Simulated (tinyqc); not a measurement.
## Dead time against afterpulsing

Afterpulse probability pap = pa (Cd Vx/q) exp(-td/tt) Pm, with Pm the trigger probability of a released carrier; largest rate 1/td; each true event gives 1/(1 - pap) counts.

Values chosen for this exercise:
```
symbol,value,unit,meaning
Vx,8.4,V,excess bias
Cd,14,fF,diode capacitance
pa,3e-8,,trapping probability per avalanche carrier
tt,25,ns,trap release time
```

Constants: q = 1.602176634e-19 C. Results are converted to the units shown.

Pm = 0.749

Result of one run:

| pap (%) | largest rate (1e6/s) | counts per event |
|---|---|---|
| 1.1929 | 123.46 | 1.0121 |

Which dead time td gave this result: 5, 8.1, 35, 57 or 150 ns?

td = 8.1 ns.

The whole series:

| td (ns) | pap (%) | largest rate (1e6/s) | counts per event |
|---|---|---|---|
| 5 | 1.3503 | 200.00 | 1.0137 |
| 8.1 | 1.1929 | 123.46 | 1.0121 |
| 13 | 0.98054 | 76.923 | 1.0099 |
| 21 | 0.71202 | 47.619 | 1.0072 |
| 35 | 0.40671 | 28.571 | 1.0041 |
| 57 | 0.16870 | 17.544 | 1.0017 |
| 92 | 0.041600 | 10.870 | 1.0004 |
| 150 | 0.0040882 | 6.6667 | 1.0000 |

The afterpulse probability falls from 1.35 to 0.00409 %, a factor of ten for every 57.6 ns, while the largest rate falls from 200 to 6.67 million a second.

tinyqc, about 0.01 s, one thread, Intel Xeon 2.30GHz (shared host): `OMP_NUM_THREADS=1 python tinyqc.py 2630115 2630116 out.jsonl`
